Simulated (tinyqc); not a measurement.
Capacitance measurement on a leaky thin oxide: effects of series resistance and leakage: one step of the calculation.

The device is a capacitance C in parallel with a leakage conductance G, in series with Rs and Ls. An impedance meter reports either a parallel pair (Cp, Gp) from Y = 1/Z = Gp + i w Cp or a series pair (Cs, Rm) from Z = Rm + 1/(i w Cs); w = 2 pi f, dissipation D = Gp/(w |Cp|).

Question. True capacitance and conductance. EOT = 3.9 tox/eox; CET = EOT + zc + zp; C = 3.9 eps0 A/CET; G = Jg A/Vs.

Values chosen for this exercise; values of the order met in thin-oxide MOS capacitors: relative permittivity of the gate insulator (close to silicon dioxide) eox = 3.9; insulator thickness tox = 3.1 nm; gate area A = 400 um^2; oxide-equivalent thickness added by the accumulation layer zc = 0.36 nm; oxide-equivalent thickness added by gate depletion zp = 0 nm; gate leakage current density, not matched to the thickness Jg = 0.0051 A/cm^2; voltage for an e-fold rise of the leakage Vs = 0.45 V.

Constants: eps0 = 8.8541878128e-14 F/cm where lengths are in cm. Results are converted to the units shown.

Give: EOT; CET; C; G.

Answer.

EOT = 3.100 nm
CET = 3.460 nm
C = 3.992 pF
G = 0.04533 uS

Program tinyqc, `OMP_NUM_THREADS=1 python tinyqc.py 2022158 2022159 out.jsonl`; Intel Xeon 2.30GHz, shared host, one thread, about 0.01 s.
